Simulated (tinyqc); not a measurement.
Inside a calculation. Method: Pariser-Parr-Pople SCF with singles CI, for the molecule O=c1cccc(Cl)cc1 (SMILES; centres numbered as the heavy atoms are written). One step of it, computed by the program tinyqc.

Task: Singles CI, singlets. Over the 9 single excitations with the smallest orbital gaps: A = (e_a - e_i) delta + 2 (ia|jb) - (ij|ab), with (pq|rs) = sum c_mp c_mq gamma_mn c_nr c_ns. f = 2/3 w |mu|^2 in atomic units, mu = sqrt2 sum c_ia sum_m c_mi c_ma R_m.

orbital energies (eV): -14.464986  -13.265510  -11.782520  -11.211313  -9.092882  -2.981764  -2.439509  0.448919  1.161386

coefficients:
```
          MO1        MO2        MO3        MO4        MO5        MO6        MO7        MO8
1O   0.053490   0.338227  -0.489447  -0.086873   0.630523  -0.023128   0.388821   0.005550
2C   0.098215   0.465761  -0.407075  -0.056938  -0.008338   0.021611  -0.450312  -0.011442
3C   0.089336   0.372790  -0.020227  -0.401634  -0.405233  -0.498924  -0.151506  -0.252198
4C   0.131287   0.319016   0.314286  -0.468848  -0.188147   0.189081   0.503131   0.412183
5C   0.223166   0.231556   0.496813  -0.153257   0.346846   0.435885  -0.235425  -0.503114
6C   0.398933   0.129766   0.358876   0.251675   0.326367  -0.425413  -0.276409   0.512577
7Cl  0.830170  -0.414180  -0.284574  -0.163746  -0.116020   0.092049   0.053942  -0.080782
8C   0.216898   0.260011   0.130395   0.568284  -0.161310  -0.246900   0.473440  -0.417155
9C   0.130760   0.343972  -0.148142   0.414119  -0.369403   0.523370  -0.105166   0.264457

           MO9
1O   -0.293818
2C    0.633261
3C   -0.437757
4C    0.261173
5C   -0.086147
6C   -0.072470
7Cl   0.010450
8C    0.245469
9C   -0.423995
```

repulsion gamma_rs (eV):
```
            1O         2C         3C         4C         5C         6C        7Cl         8C
1O   15.200000   5.773748   4.155240   2.990494   2.564369   2.564241   2.087737   2.990524
2C    5.773748  11.130000   5.345136   3.773205   3.243627   3.243332   2.519498   3.772727
3C    4.155240   5.345136  11.130000   5.346553   3.773721   3.243627   2.519622   3.243355
4C    2.990494   3.773205   5.346553  11.130000   5.346553   3.773205   2.929816   3.243428
5C    2.564369   3.243627   3.773721   5.346553  11.130000   5.345136   4.039011   3.772577
6C    2.564241   3.243332   3.243627   3.773205   5.345136  11.130000   5.551759   5.344721
7Cl   2.087737   2.519498   2.519622   2.929816   4.039011   5.551759  13.000000   4.039709
8C    2.990524   3.772727   3.243355   3.243428   3.772577   5.344721   4.039709  11.130000
9C    4.155979   5.344721   3.772577   3.243428   3.243355   3.772727   2.929846   5.345539

            9C
1O    4.155979
2C    5.344721
3C    3.772577
4C    3.243428
5C    3.243355
6C    3.772727
7Cl   2.929846
8C    5.345539
9C   11.130000
```

Centres (angstrom, eV; a flat drawing with bonds scaled to 1.40 angstrom):

| centre | x | y | core charge z | W | gamma_rr |
|---|---|---|---|---|---|
| 1O | 2.938000 | -0.522000 | 1 | 17.700000 | 15.200000 |
| 2C | 1.573000 | -0.210000 | 1 | 11.160000 | 11.130000 |
| 3C | 1.261000 | 1.155000 | 1 | 11.160000 | 11.130000 |
| 4C | 0.000000 | 1.762000 | 1 | 11.160000 | 11.130000 |
| 5C | -1.261000 | 1.155000 | 1 | 11.160000 | 11.130000 |
| 6C | -1.573000 | -0.210000 | 1 | 11.160000 | 11.130000 |
| 7Cl | -2.938000 | -0.522000 | 2 | 26.000000 | 13.000000 |
| 8C | -0.700000 | -1.305000 | 1 | 11.160000 | 11.130000 |
| 9C | 0.700000 | -1.305000 | 1 | 11.160000 | 11.130000 |

Give: singlet CI matrix; singlet excitation energies; oscillator strengths.

Result:

singlet CI matrix (eV):
```
        5>6     5>7     4>6     4>7     3>6     3>7     5>8     5>9
5>6   3.126  -0.032   0.039  -0.265   0.378   0.081  -0.278   0.026
5>7  -0.032   4.171   0.791  -0.036  -0.128  -0.340   0.004  -0.017
4>6   0.039   0.791   5.188  -0.026  -0.046   0.389  -0.015   0.310
4>7  -0.265  -0.036  -0.026   5.647  -0.370   0.019   0.105   0.035
3>6   0.378  -0.128  -0.046  -0.370   5.481  -0.033  -0.159  -0.059
3>7   0.081  -0.340   0.389   0.019  -0.033   6.248  -0.014   0.121
5>8  -0.278   0.004  -0.015   0.105  -0.159  -0.014   6.378   0.013
5>9   0.026  -0.017   0.310   0.035  -0.059   0.121   0.013   6.628
2>6  -0.179  -0.078   0.016  -0.004   0.057  -0.032  -0.341  -0.010

        2>6
5>6  -0.179
5>7  -0.078
4>6   0.016
4>7  -0.004
3>6   0.057
3>7  -0.032
5>8  -0.341
5>9  -0.010
2>6   6.810
```

singlet excitation energies (eV): 3.017  3.634  5.165  5.558  5.889  6.266  6.344  6.783  7.020

oscillator strengths: 0.102  0.232  0.065  1.525  0.401  0.048  0.496  0.036  0.020
